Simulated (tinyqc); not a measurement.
Dielectric confinement in a thin film (image charges), step by step. Values are carried at full precision from step to step, so a last printed digit may differ when a step is redone from the rounded ones.

A film |z| < t/2 of dielectric constant eps between half-spaces of dielectric constant e2; lam = (eps - e2)/(eps + e2), q = e^2/(4 pi eps0). The self-energy of a band edge is taken with the high-frequency value, e2 = eh, and the field of a fixed ion with the static one, e2 = eo. A charge at z has images lam^|n| at n t + (-1)^n z. Its self-energy is S(z) = (q/2 eps) sum over n >= 1 of lam^n [1/(n t - 2z) + 1/(n t + 2z)] for odd n and 2 lam^n/(n t) for even n; at the centre S(0) = -(q/(eps t)) ln(1 - lam).

Constants: e^2/(4 pi eps0) = 14.39964547 eV angstrom; hbar^2/2m0 = 3.80998211 eV angstrom^2; Ry = 13.60569312 eV.

Parameters, chosen for this exercise (near those of a Ge film in vacuum; the results hold for these values, not for the real material):
- t = 74 angstrom (film thickness)
- eps = 15.9 (dielectric constant of the film)
- eh = 1 (high-frequency dielectric constant outside)
- mz = 0.124 m0 (mass across the film)
- eo = 1 (static dielectric constant outside)
- m = 0.146 m0 (mass in the plane)

## Images for a charge at the centre

Give lam, the first five terms (q/eps) lam^n/(n t), their sum and the closed form.

lam = 0.8817

terms (meV): [10.79, 4.76, 2.80, 1.85, 1.30]

sum of five = 21.49 meV
S(0) = 26.12 meV

The surroundings screen less than the film, so the images repel and each band edge moves outwards: the gap changes by about 2 S = +52 meV.

## Self-energy across the film

S at 2z/t = 0, 0.2, 0.4, 0.6, 0.8 and 0.9, summed to n = 399.

Self-energy:
```
2z/t  z (angstrom)  S (meV)
0.0            0.0    26.12
0.2            7.4    26.58
0.4           14.8    28.24
0.6           22.2    32.33
0.8           29.6    45.57
0.9           33.3    72.46
```

Towards the wall S diverges as (q lam/4 eps)/(distance), an artefact of the abrupt interface that the vanishing envelope makes harmless.

## Shift of the subband edge

First order: <S> over the envelope (2/t) cos^2(pi z/t), beside the confinement energy c (pi/t)^2/mz, c = hbar^2/2m0.

<S> = 28.53 meV
confinement energy = 55.38 meV

|<S>| is 0.52 times the confinement energy; the first goes as 1/t and the second as 1/t^2, so they are equal at t = 144 angstrom.

## Binding of a donor

Donor at the centre, lam from the static eo, trial function cos(pi z/t) exp(-rho/l): E(l) = c/(m l^2) - (q/eps) times the integral over k of F(k t) (1 + (k l/2)^2)^(-3/2), with F(x) = F0 + 2 lam exp(-x) G/(1 - lam exp(-x)), F0 = 2[(1 - exp(-x/2))/x + x (1 + exp(-x/2))/(x^2 + 4 pi^2)], G = 2 sinh(x/2)[1/x - x/(x^2 + 4 pi^2)]; c = hbar^2/2m0. The binding energy is -E at the minimum, counted from the subband edge with its self-energy.

Minimise over l with and without images (lam = 0); Ry* = Ry m/eps^2.

Donor:
```
case         l (angstrom)  binding (meV)  in Ry*
no images            49.7           16.6    2.12
with images          42.7           65.2    8.30
```

Ry* = 7.86 meV

The images change the binding by +48.6 meV, against -2 (q/(eps t)) ln(1 - lam) = +52.2 meV for an orbit much smaller than t. At 300 K the binding is 2.5 kB T.

## Checks

- S(0) from the series against the closed form, meV: both 26.12.
- F(2.3) for lam = 0.8817 from a direct sum over images against the closed form: both 0.9408.

Computed by tinyqc, a small Python program: `OMP_NUM_THREADS=1 python tinyqc.py 1281725 1281726 out.jsonl` (the numbers bound the seed that draws the inputs); one thread of a shared host (Intel(R) Xeon(R) Processor @ 2.30GHz), about 0.08 s for the whole set of steps.
